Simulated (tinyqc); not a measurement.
The coupled modes against doping: free-carrier optics of a doped semiconductor (Drude model with one polar phonon).

eps(E) = ei [1 - Ep^2/(E^2 + i E Gam)] + (es - ei) wT^2/(wT^2 - E^2 - i E gT), with Ep^2 = 8 pi c (e^2/(4 pi eps0)) N/(m ei), c = hbar^2/2m0, N in 1/angstrom^3 (1e-24 per 1/cm^3); Gam = hbar/tau, tau = mu m m0/e with m0/e = 5.685630e-12 kg/C and mu in m^2/(V s). Energies in meV.

Constants: hbar^2/2m0 = 3.80998211 eV angstrom^2; e^2/(4 pi eps0) = 14.39964547 eV angstrom.

Inputs chosen for the exercise (mass and dielectric values near those of InAs; N and mu are free inputs; interband absorption and the rise of the mass with filling are left out; the results hold for these values, not for the real material): m = 0.026 m0 (conductivity mass); ei = 12.66 (high-frequency dielectric constant); wT = 27.4 meV (TO phonon); es = 15.66 (static dielectric constant).

L-, L+ solve E^4 - (wL^2 + Ep^2) E^2 + Ep^2 wT^2 = 0, wL = wT sqrt(es/ei); damping left out; energies in meV.

Modes:
```
N (1/cm^3)      Ep     L-      L+  Ep sqrt(ei/es)
7.0e+15       5.42   4.85   30.57            4.87
2.0e+16       9.15   8.15   30.76            8.23
7.0e+16      17.12  14.82   31.66           15.40
1.0e+17      20.47  17.33   32.36           18.40
2.0e+17      28.94  22.24   35.66           26.02
4.0e+17      40.93  25.31   44.31           36.80
9.0e+17      61.40  26.64   63.16           55.21
2.0e+18      91.53  27.09   92.59           82.30
7.0e+18     171.24  27.32  171.77          153.97
```

wL = 30.47 meV

What does the comparison show, and why?

At low density L- follows Ep sqrt(ei/es) (4.85 against 4.87), a plasmon screened by the lattice, and L+ starts at wL. At the highest density L- has come within 0.08 meV of wT, since the carriers screen the field that lifts wL, and L+ is within 0.53 meV of Ep. The branches are closest, 13.43 meV, at 2e+17 1/cm^3 of those listed. The mass is held fixed, while in a real band it rises with filling.

tinyqc: `OMP_NUM_THREADS=1 python tinyqc.py 1681365 1681366 out.jsonl`; about 0.01 s, one thread, shared Intel(R) Xeon(R) Processor @ 2.30GHz.
